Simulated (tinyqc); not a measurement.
Range and order of the fit: effective mass of the heavy-hole band from tabulated energies.

c = hbar^2/2m0. A uniform scatter of up to 0.1 meV has been added to mimic numerical noise.
Constants: hbar^2/2m0 = 3.80998211 eV angstrom^2.

Energies along [110], from the band edge downward:
```
k (1/angstrom),E (meV)
0.000000,0.00000
0.009300,0.40770
0.018600,2.00430
0.027900,4.44080
0.037200,7.84410
0.046500,12.10340
0.055800,17.09010
0.065100,22.89260
0.074400,29.06120
```

reference mass (curvature of the model at k = 0.0001 1/angstrom) = 0.650752 m0

Least-squares fits of E = a k^2 (+ b k^4 + d k^6) over points 1 to n, and the line y = c k^2/E against E; errors of m against the reference.

Results:
```
n,E at point n (meV),one term (%),two terms (%),three terms (%),line (%),"rms residual, one term (meV)"
3,4.4,2.55,3.02,40.56,20.38,0.053
4,7.8,3.08,1.96,4.52,15.40,0.048
5,12.1,4.04,1.43,2.58,12.42,0.064
6,17.1,5.52,0.84,2.10,10.37,0.129
7,22.9,6.97,1.24,0.78,8.98,0.203
8,29.1,9.05,0.72,1.63,7.81,0.371
```

What can be read from this table?

The error of the parabola goes from +2.55 to +9.05 % as the range widens, and at n = 8 its residual, 0.37 meV, is only 1.3 % of the top energy: a small residual does not vouch for the mass. Over the full range (n = 8) the best form is two terms (0.72 %); the line errs by +20.38 % at n = 3 and +7.81 % at n = 8. Many terms on few points amplify the scatter: three terms err by +40.6 % at n = 3 but by +1.6 % at n = 8.

tinyqc: `OMP_NUM_THREADS=1 python tinyqc.py 1880672 1880673 out.jsonl`; about 0.01 s, one thread, shared Intel(R) Xeon(R) Processor @ 2.30GHz.
